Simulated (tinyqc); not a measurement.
Worked calculation: Born-Oppenheimer dynamics on the LDA (VWN5)/sto-3g surface (energies and gradients from PySCF), for BeH2, spin multiplicity 1. Computed by tinyqc, a small Python program that keeps every step (integrals from PySCF). Settings: charge = 0, multiplicity = 1, basis = sto-3g, functional = lda,vwn, time step (fs) = 0.5, steps = 16. Command: `OMP_NUM_THREADS=1 python tinyqc.py 26537 26538 out.jsonl` (the two numbers bound the seeds that draw the settings). One thread of a shared host (Intel(R) Xeon(R) Processor @ 2.60GHz), about 5 s of CPU time with the checks.

## Velocity Verlet step 1

positions (bohr):
```
            x          y         z
1Be  0.001890   0.001890  0.064251
2H   0.018897   2.416960  0.100155
3H   0.026456  -2.335701  0.000000
```

velocities (bohr per atomic time unit):
```
                x             y             z
1Be  -0.000041948  -0.000074391   0.000028148
2H    0.000155052  -0.000413391   0.000400148
3H    0.000220052   0.001078609  -0.000651852
```

gradient (hartree/bohr):
```
               x            y            z
1Be  -0.00032054  -0.01967032  -0.00016157
2H    0.00028266  -0.01463448  -0.00049477
3H    0.00003801   0.03430462   0.00065625
```

masses (electron masses): 1Be 16428.202802, 2H 1837.152588, 3H 1837.152588

gradient after step 1 (hartree/bohr):
```
               x            y            z
1Be  -0.00032243  -0.02375901  -0.00034711
2H    0.00033876  -0.01586491  -0.00063318
3H   -0.00001618   0.03962375   0.00098017
```

dt = 0.5 fs = 20.6707 atomic units; x' = x + v dt - g dt^2 / (2m); after the new gradient g', v' = v - (g + g') dt / (2m).

positions after step 1 (bohr):
```
            x          y          z
1Be  0.001027   0.000608   0.064835
2H   0.022069   2.410116   0.108484
3H   0.031000  -2.317395  -0.013551
```

velocities after step 1 (bohr per atomic time unit):
```
                x             y             z
1Be  -0.000041543  -0.000047068   0.000028468
2H    0.000151556  -0.000241809   0.000406493
3H    0.000219930   0.000662707  -0.000661058
```

## Velocity Verlet step 2

gradient after step 2 (hartree/bohr):
```
               x            y            z
1Be  -0.00034047  -0.02585465  -0.00050092
2H    0.00039681  -0.01638868  -0.00076478
3H   -0.00005616   0.04224319   0.00126556
```

As before.

positions after step 2 (bohr):
```
            x          y          z
1Be  0.000172  -0.000056   0.065428
2H   0.025163   2.406963   0.116960
3H   0.035548  -2.308304  -0.027329
```

velocities after step 2 (bohr per atomic time unit):
```
                x             y             z
1Be  -0.000041126  -0.000015855   0.000029001
2H    0.000147418  -0.000060359   0.000414358
3H    0.000220336   0.000202145  -0.000673692
```

## Energy conservation

The total energy should stay constant up to terms of order dt^2; the step counts as short enough if it moves by less than 2 % of the largest kinetic energy.

Trajectory:
```
time (fs)  1Be-2H (angstrom)  potential (hartree)  kinetic (hartree)  total (hartree)
0.000000            1.278173         -15.44260443         0.00189602     -15.44070841
0.500000            1.275315         -15.44181035         0.00111489     -15.44069546
1.000000            1.274100         -15.44139126         0.00070293     -15.44068833
1.500000            1.274565         -15.44145823         0.00076862     -15.44068961
2.000000            1.276687         -15.44199153         0.00129271     -15.44069882
2.500000            1.280386         -15.44284748         0.00213478     -15.44071270
3.000000            1.285528         -15.44380766         0.00308087     -15.44072679
3.500000            1.291922         -15.44464677         0.00390944     -15.44073733
4.000000            1.299328         -15.44519125         0.00444888     -15.44074237
4.500000            1.307462         -15.44535117         0.00460933     -15.44074184
5.000000            1.316009         -15.44512367         0.00438673     -15.44073694
5.500000            1.324635         -15.44457641         0.00384708     -15.44072934
6.000000            1.333000         -15.44382224         0.00310156     -15.44072069
6.500000            1.340778         -15.44299344         0.00228112     -15.44071232
7.000000            1.347661         -15.44222022         0.00151500     -15.44070521
7.500000            1.353380         -15.44161466         0.00091468     -15.44069998
8.000000            1.357707         -15.44125985         0.00056283     -15.44069702
```

The total energy moves within 5.4e-05 hartree, under 2 % of the largest kinetic energy.
